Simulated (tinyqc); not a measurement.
Plane-wave Kohn-Sham cycle with exchange-only LDA in a layered model solid, step by step. One step of it, computed by the program tinyqc.

Problem. Iteration 1: potential. V_H(G) = 4 pi rho(G)/G^2 for G != 0 (uniform background); v_x = -(3 rho/pi)^(1/3); V = V_ext + V_H + v_x; Fourier components f(G_m) = (1/N) sum_j f(x_j) exp(-i G_m x_j).

A solid whose potential varies along x alone (atomic units):
```
parameter                      value
period a                   15.700000
cross-section of the cell  34.000000
electrons per cell                 2
grid points                       16
plane waves -n..n, n               2
k points                           4
V1 in V1 cos(2 pi x/a)     -0.650000
V2 in V2 cos(4 pi x/a)     -0.080000
```

density at the start, on the grid x_j = j a/N (e/bohr^3): [0.00374672, 0.00374672, 0.00374672, 0.00374672, 0.00374672, 0.00374672, 0.00374672, 0.00374672, 0.00374672, 0.00374672, 0.00374672, 0.00374672, 0.00374672, 0.00374672, 0.00374672, 0.00374672]

Give: Potentials on the grid; V(G_m), m = 0, 1, 2, ....

Solution.

Potentials on the grid (hartree):
```
x          V_ext     V_H      v_x        V
0.0000   -0.7300  0.0000  -0.1529  -0.8829
0.9812   -0.6571  0.0000  -0.1529  -0.8100
1.9625   -0.4596  0.0000  -0.1529  -0.6126
2.9438   -0.1922  0.0000  -0.1529  -0.3451
3.9250    0.0800  0.0000  -0.1529  -0.0729
4.9062    0.3053  0.0000  -0.1529   0.1524
5.8875    0.4596  0.0000  -0.1529   0.3067
6.8688    0.5440  0.0000  -0.1529   0.3910
7.8500    0.5700  0.0000  -0.1529   0.4171
8.8313    0.5440  0.0000  -0.1529   0.3910
9.8125    0.4596  0.0000  -0.1529   0.3067
10.7937   0.3053  0.0000  -0.1529   0.1524
11.7750   0.0800  0.0000  -0.1529  -0.0729
12.7562  -0.1922  0.0000  -0.1529  -0.3451
13.7375  -0.4596  0.0000  -0.1529  -0.6126
14.7188  -0.6571  0.0000  -0.1529  -0.8100
```

V(G_m), m = 0, 1, 2, ... (hartree): [-0.1529, -0.3250, -0.0400, 0.0000, 0.0000]
